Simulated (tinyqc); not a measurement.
# Lossy package transmission line with skin effect: effect of the loss tangent

A uniform line in a homogeneous dielectric: c = sqrt(er)/(c0 Z0), l = Z0 sqrt(er)/c0 (c0 = 299792458 m/s), g = w c td, w = 2 pi f. The resistance joins its limits as r = sqrt(r_dc^2 + r_hf^2), with r_dc = rho/(wd th), r_hf = kr rho/(2 delta (wd + th)), delta = sqrt(rho/(pi f mu0)), mu0 = 4 pi 1e-7 H/m; this is an interpolation, and internal inductance, up to 0.05 nH/mm at low frequency, is neglected.

gamma = sqrt((r + i w l)(g + i w c)) = alpha + i beta, Zc = sqrt((r + i w l)/(g + i w c)), roots with positive real part; loss 8.685889638 alpha in dB; phase velocity w/beta. ZL = 1/(1/RL + i w CL); reflection (ZL - Zc)/(ZL + Zc); Zin = Zc (ZL + Zc tanh(gamma len))/(Zc + ZL tanh(gamma len)); H = V_load/V_source = [Zin/(Zin + Rg)]/[cosh(gamma len) + (Zc/ZL) sinh(gamma len)].

Inputs (values chosen for the exercise):

| symbol | value | unit | meaning |
|---|---|---|---|
| wd | 98 | um | width of the strip |
| th | 12 | um | thickness of the strip |
| rho | 2 | uohm cm | resistivity |
| er | 3.5 |  | relative permittivity |
| Z0 | 50 | ohm | lossless impedance sqrt(l/c) |
| kr | 1.2 |  | factor for crowding and the return path |
| len | 5.8 | mm | length |
| Rg | 10 | ohm | source resistance |
| RL | 100 | ohm | load resistance |
| CL | 300 | fF | load capacitance |
| f | 19 | GHz | frequency |

The same in every row: r (ohm/mm) = 0.2119; r/(w l) = 0.005690.

Result of one run:
```
loss (dB/mm)  |Zc| (ohm)  phase velocity over c0  length in wavelengths  |H| (dB)
0.05076            50.00                  0.5345                 0.6877    -3.498
```

Which loss tangent td gave this result: 0.001, 0.005, 0.01, 0.02 or 0.04?

td = 0.01.

The whole series:
```
td     loss (dB/mm)  |Zc| (ohm)  phase velocity over c0  length in wavelengths  |H| (dB)
0           0.01841       50.00                  0.5345                 0.6877    -3.388
0.001       0.02165       50.00                  0.5345                 0.6877    -3.399
0.002       0.02488       50.00                  0.5345                 0.6877    -3.410
0.005       0.03459       50.00                  0.5345                 0.6877    -3.442
0.01        0.05076       50.00                  0.5345                 0.6877    -3.498
0.02        0.08312       50.00                  0.5345                 0.6877    -3.614
0.04         0.1478       49.98                  0.5344                 0.6878    -3.859
```

As td goes from 0 to 0.04, the loss rises from 0.0184 to 0.148 dB/mm, |Zc| stays near 50.0 ohm and |H| goes from -3.39 to -3.86 dB, with its highest value among the rows, -3.39 dB, at td = 0. In the low-loss estimate the dielectric part g Z0/2 equals the conductor part r/(2 Z0) at td = 0.00569.

Numbers from tinyqc (`OMP_NUM_THREADS=1 python tinyqc.py 2810123 2810124 out.jsonl`; about 0.01 s on one thread of a shared Intel Xeon 2.30GHz).
